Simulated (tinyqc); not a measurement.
Worked calculation: spin coating of a resist or spin-on film: centrifugal thinning, evaporation and the final thickness (Emslie and Meyerhofer models). Computed by tinyqc, a small Python program that keeps every step. Command: `OMP_NUM_THREADS=1 python tinyqc.py 3113928 3113929 out.jsonl spincoat walk`. One thread of a shared host (Intel(R) Xeon(R) Processor @ 2.30GHz), about 0.1 s of CPU time with the checks. Intermediate numbers are printed to about 6 digits and carried at full precision; extremes and crossings named in words are read from the listed rows.

A Newtonian film stays uniform over the wafer; solvent and solids have the same density and the concentration is uniform through the thickness.

Inputs (values chosen for the exercise, of the order of those of a polymer resist in an ester solvent):
```
quantity,value,unit
solids volume fraction c0,0.046,-
kinematic viscosity of the solvent nu_s,1.6,mm^2/s
viscosity constant k,1900,mm^2/s
viscosity exponent gamma,2.4,-
spin speed f,4000,rpm
evaporation rate at 1000 rpm e0,0.093,micrometre/s
starting thickness h0,600,micrometre
time t,0.64,s
wafer radius R,50,mm
shrinkage in the bake,9.6,%
```

## Rates

omega = 2 pi f/60; nu(c) = nu_s + k c^gamma; evaporation rate e = e0 sqrt(f/1000 rpm). Flow constant K = 2 omega^2/(3 nu(c0)); Reynolds number of the air omega R^2/nu_air with nu_air = 15 mm^2/s.

omega = 418.879 1/s

nu(c0) = 2.77320 mm^2/s

evaporation rate e = 0.186 micrometre/s

flow constant K = 0.0421798 1/(micrometre^2 s)

Reynolds number of the air = 69813.2

## Thinning without evaporation

dh/dt = -K h^3 gives h = h0/sqrt(1 + 2 K h0^2 t); for long times h = 1/sqrt(2 K t).

h(t) without evaporation = 4.30360 micrometre

long-time form = 4.30371 micrometre

time 1/(2 K h0^2) = 3.29278e-05 s

The long-time form is within 0.0026 %: the starting thickness is forgotten.

## The two-stage estimate

Meyerhofer estimate: flow rules until (1 - c0) K h^3 = e, then evaporation alone: h_w = (e/((1 - c0) K))^(1/3), dry film c0 h_w.

wet thickness h_w = 1.66579 micrometre

dry film, estimate = 76.6263 nm

drying time (1 - c0) h_w/e = 8.54389 s

## First explicit step of the full model

Solids s and liquid l per area start at s = c0 h0, l = (1 - c0) h0. With h = h0 and c = c0: Q = K h^3, K = 2 omega^2/(3 nu); one Euler step of length dt = 0.01 h0/Q for s and l, ds/dt = -c Q, dl/dt = -(1 - c) Q - e.

Q = 9.11084e+06 micrometre/s

dt = 6.58556e-07 s

s = 27.324 micrometre

l = 566.676 micrometre

Q/e at the start = 4.89830e+07

## The full model

Full model for solids s and liquid l per area, h = s + l, c = s/h: ds/dt = -c Q, dl/dt = -(1 - c) Q - e, Q = 2 omega^2 h^3/(3 nu(c)); integrated adaptively (relative tolerance 1e-9) until l = 0. Dry film = s at l = 0, before the bake; film after the bake = s x (1 - shrinkage).

time to dry = 10.9729 s

dry film = 85.1461 nm

film after the bake = 76.9721 nm

## Course in time

Times are fractions of the time to dry.

History:
```
fraction,t (s),h (micrometre),c,nu (mm^2/s),Q/e,s (nm)
0.003,0.03292,18.9652,0.046010,2.774,1.54657e+03,872.587
0.010,0.10973,10.3868,0.046060,2.777,2.53780e+02,478.419
0.030,0.32919,5.9843,0.046314,2.793,4.82626e+01,277.159
0.100,1.09729,3.2318,0.047961,2.897,7.32795e+00,155.000
0.200,2.19458,2.2106,0.051865,3.165,2.14655e+00,114.650
0.350,3.84051,1.5435,0.061367,3.943,5.86499e-01,94.721
0.500,5.48644,1.1350,0.077408,5.691,1.61592e-01,87.862
0.700,7.68102,0.6992,0.122143,13.825,1.55482e-02,85.400
0.900,9.87559,0.2892,0.294378,102.555,1.48398e-04,85.148
```

Q/e drops below 1 between t = 2.2 and 3.8 s, when c has risen from 0.046 to about 0.061; after that row the solids fall by a further 10 %. The full model gives 1.11 times the two-stage estimate.

## Spin curve

The formulas are those given above.

Dry film against speed:
```
f (rpm),full model (nm),estimate (nm),time to dry (s)
500,240.829,216.732,87.7812
1000,170.292,153.253,43.8911
1500,139.043,125.130,29.2609
2000,120.415,108.366,21.9457
3000,98.318,88.480,14.6305
4000,85.146,76.626,10.9729
6000,69.521,62.565,7.3153
```

The full thickness goes as f^-0.500; the estimate as (e/omega^2)^(1/3) = f^(-1/2). The time to dry goes as f^-1.00. A thickness window of 1 % allows a speed error of about 2 %.

Checks made by the program: constant-viscosity run against c0 h0 exp(-int K h^2 dt) (relative difference 2e-05).
